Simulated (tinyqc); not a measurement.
Against doping: dopants and charged point defects at anneal temperature: Fermi-level effect, clustering and pairing. Computed by tinyqc, a small Python program. Command: `OMP_NUM_THREADS=1 python tinyqc.py 3007960 3007961 out.jsonl pairing walk`. One thread of a shared host (Intel(R) Xeon(R) Processor @ 2.30GHz), about 0.02 s of CPU time with the checks.

Boltzmann statistics and full ionisation of active dopants. Energies are counted from the valence band; the defect (a vacancy or self-interstitial) has five charge states, with all degeneracy factors one.

Inputs (values chosen for the exercise, with bands modelled on InP):
```
quantity                                         value   unit
gap at 0 K E_g0                                   1.41     eV
Varshni alpha                                 0.000375   eV/K
Varshni beta                                       158      K
electron mass m_e                               0.0779    m_0
valleys M_c                                          1      -
hole mass m_h                                    0.621    m_0
anneal temperature T                               950      K
total dopant density N                         7.2e+18  cm^-3
formation enthalpy of the neutral defect H_f      2.56     eV
formation entropy S_f                              4.3    k_B
site density N_s                               3.5e+22  cm^-3
dopant atoms per cluster k                           4      -
cluster binding energy E_b                        2.49     eV
```

Dopant: donor. Second part: clustering of the dopant.

defect levels as fractions of E_g(T): (2+/+), (+/0), (0/-), (-/2-): 0.16  0.079  0.7  0.91

Constants: m_0 = 9.1093837015e-31 kg; k_B = 1.380649e-23 J/K; h = 6.62607015e-34 J s; k_B = 8.617333262e-05 eV/K.

Method:
- E_g = E_g0 - alpha T^2/(T + beta).
- N_c = 2 M_c (2 pi m_e k_B T/h^2)^(3/2) and N_v = 2 (2 pi m_h k_B T/h^2)^(3/2), masses in units of m_0.
- n_i = sqrt(N_c N_v) exp(-E_g/2 k_B T); E_i = E_g/2 + (k_B T/2) ln(N_v/N_c).
- n = A/2 + sqrt(A^2/4 + n_i^2) for an active density A.
- k ionised dopants and k carriers form one neutral cluster: C = N_s (A/N_s)^k (n/N_b)^k exp(E_b/k_B T), N_b the effective density of states of the majority band, and N = A + k C (60 bisections in ln A between ln N - 90 and ln N).
- chi = n/n_i (for acceptors n_i/p); E_F = E_i + k_B T ln chi; field enhancement h = 1 + A/sqrt(A^2 + 4 n_i^2).
- C_0 = N_s exp(S_f/k_B) exp(-H_f/k_B T). Ratios to the neutral state at E_F = E_i: r_+ = exp((E(+/0) - E_i)/k_B T), r_2+ = r_+ exp((E(2+/+) - E_i)/k_B T), r_- = exp((E_i - E(0/-))/k_B T), r_2- = r_- exp((E_i - E(-/2-))/k_B T); at other E_F state q scales as chi^(-q). The enhancement is sum r_q chi^(-q)/sum r_q. The charge on the defects is left out of neutrality.
- chi = n/n_i; h = 1 + A/sqrt(A^2 + 4 n_i^2); the dopant diffusivity over its intrinsic value is D/D_i = enhancement x h x A/N, if every charge state carries the dopant equally well.

E_g = 1.10455 eV

k_B T = 0.0818647 eV

n_i = 1.71439e+16 cm^-3

E_i = 0.679733 eV

effective density of states N_b of the majority band = 3.07455e+18 cm^-3

neutral defects C_0 = 6.77109e+10 cm^-3

Charge states:
```
state      ratio r  intrinsic (cm^-3)  doped (cm^-3)
2+     1.54332e-06        1.04499e+05    7.35002e+00
+      7.19301e-04        4.87045e+07    4.08466e+05
0      1.00000e+00        6.77109e+10    6.77109e+10
-      3.19323e-01        2.16216e+10    2.57811e+12
2-     5.99693e-03        4.06057e+08    5.77315e+12
```

Trend at the anneal temperature:
```
N (cm^-3)  active A (cm^-3)     chi  defect enhancement  mean charge   D/D_i
5.10e+14         5.1000e+14    1.01                1.00      -0.2523   1.019
1.80e+15         1.8000e+15    1.05                1.01      -0.2598   1.067
6.70e+15         6.7000e+15    1.21                1.05      -0.2898   1.256
2.40e+16         2.4000e+16    1.92                1.23      -0.4017   1.941
8.60e+16         8.6000e+16    5.21                2.13      -0.7036   4.111
3.10e+17         3.1000e+17   18.14                6.61      -1.1110  13.179
1.10e+18         1.0707e+18   62.47               33.45      -1.5051  65.101
4.00e+18         1.8340e+18  106.99               78.28      -1.6516  71.781
1.40e+19         2.2654e+18  132.15              111.55      -1.7012  36.098
```

What does the comparison show, and why?

Well below n_i = 1.71e16 cm^-3 chi and the enhancement are near 1. At any doping d ln(enhancement)/d ln chi equals minus the mean charge, which goes from -0.25 to -1.70 over the rows. Clustering bends A over: its exponent in N falls to 0.17, towards 1/(2k) = 0.125, and D/D_i peaks at N = 4.0e18 cm^-3.

Extremes, crossings and ranges named in words are read from the listed rows.
